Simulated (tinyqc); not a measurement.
Worked calculation (part 2 of 2): coupled-perturbed Hartree-Fock on RHF in the sto-3g basis, for BeH2, spin multiplicity 1. Computed by tinyqc, a small Python program that keeps every step (integrals from PySCF). Command: `OMP_NUM_THREADS=1 python tinyqc.py 23163 23164 out.jsonl` (the two numbers bound the seeds that draw the settings). One thread of a shared host (Intel(R) Xeon(R) Processor @ 2.60GHz), about 0.2 s of CPU time with the checks.

Geometry (angstrom):
```
atom         x          y         z
Be    0.000000   0.000000  0.000000
H     0.000000   1.528000  0.070000
H     0.000000  -1.588000  0.073000
```

## Response to a field: uncoupled start

orbital energies (hartree): MO1 -4.532992, MO2 -0.419625, MO3 -0.375433, MO4 0.212475, MO5 0.213791, MO6 0.360603, MO7 0.707964

dipole integrals <a|y|i> (bohr):
```
           i1         i2         i3
a4   0.000336   0.009337   0.100566
a5   0.000000   0.000000   0.000000
a6  -0.006743  -0.126260  -1.341266
a7   0.135957  -0.690333   0.047358
```

Field along y; U_ai = -mu_ai / (e_a - e_i), alpha = -4 sum U_ai mu_ai.

uncoupled U:
```
           i1         i2         i3
a4  -0.000071  -0.014771  -0.171057
a5   0.000000   0.000000   0.000000
a6   0.001378   0.161824   1.822283
a7  -0.025941   0.612221  -0.043713
```

uncoupled polarisability = 11.640719 bohr^3

## Coupled step 1

Given earlier and not repeated: Two-electron integrals over orbitals (pq|rs).

U_ai = -(mu_ai + sum_bj [4 (ai|bj) - (ab|ij) - (aj|bi)] U_bj) / (e_a - e_i); alpha = -4 sum U_ai mu_ai.

U after step 1:
```
           i1         i2         i3
a4  -0.000044  -0.018509  -0.198556
a5   0.000000   0.000000   0.000000
a6   0.001230   0.200479   2.104990
a7  -0.030231   0.686459  -0.038833
```

polarisability = 13.394588 bohr^3

## Coupled step 2

As before.

U after step 2:
```
           i1         i2         i3
a4  -0.000044  -0.019207  -0.203432
a5   0.000000   0.000000   0.000000
a6   0.001238   0.207663   2.150141
a7  -0.030772   0.693424  -0.037513
```

polarisability = 13.661719 bohr^3

## Coupled polarisability

Repeat until U stops changing; compare with -d2E/dF2.

Course of the coupled iterations:
```
step  alpha (bohr^3)
0          11.640719
1          13.394588
2          13.661719
3          13.702896
4          13.709349
5          13.710383
6          13.710554
7          13.710584
8          13.710589
9          13.710590
10         13.710590
11         13.710590
12         13.710590
13         13.710590
14         13.710590
15         13.710590
16         13.710590
17         13.710590
18         13.710590
19         13.710590
```

coupled polarisability = 13.710590 bohr^3

finite-field check, fields of +/-0.001 au = 13.710622 bohr^3
